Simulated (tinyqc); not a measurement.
Specific resistance of a metal-semiconductor contact and its transmission-line measurement: one step, computed by the program tinyqc. Command: `OMP_NUM_THREADS=1 python tinyqc.py 3031662 3031663 out.jsonl contact walk`. One thread of a shared host (Intel(R) Xeon(R) Processor @ 2.30GHz), about 0.01 s of CPU time with the checks.

The barrier is parabolic (depletion approximation), energies E are normal energies counted from the band edge in the neutral semiconductor (downwards for holes), and the bias is zero. xi is an input, held fixed when other inputs move.

Problem. Transmission and supply. WKB transmission for E < E_b, with a = E/E_b: D = exp{-(E_b/E_00) [sqrt(1 - a) - a ln((1 + sqrt(1 - a))/sqrt(a))]}; D = 1 above. f = 1/(1 + exp((E - xi)/k_B T)).

Inputs (values chosen for the exercise, modelled on n-type In0.53Ga0.47As): Fermi level above the band edge in the bulk, xi = 0.51 eV; temperature T = 77 K.

Image-force lowering: left out.

barrier used, above the bulk band edge = 0.72 eV

E_00 = 123.5359 meV

Constants: k_B = 8.617333262e-05 eV/K.

Give: E, D, f and D f at E/E_b = 0.05, 0.15, 0.3, 0.45, 0.6, 0.75, 0.9, 0.98.

Solution.

E, D, f and D f at E/E_b = 0.05, 0.15, 0.3, 0.45, 0.6, 0.75, 0.9, 0.98:
```
E/E_b  E (eV)       D          f        D f
0.05   0.0360  0.0064  1.000e+00  6.436e-03
0.15   0.1080  0.0188  1.000e+00  1.882e-02
0.30   0.2160  0.0632  1.000e+00  6.325e-02
0.45   0.3240  0.1620  1.000e+00  1.620e-01
0.60   0.4320  0.3399  1.000e+00  3.399e-01
0.75   0.5400  0.5987  1.076e-02  6.441e-03
0.90   0.6480  0.8821  9.283e-10  8.188e-10
0.98   0.7056  0.9890  1.576e-13  1.559e-13
```
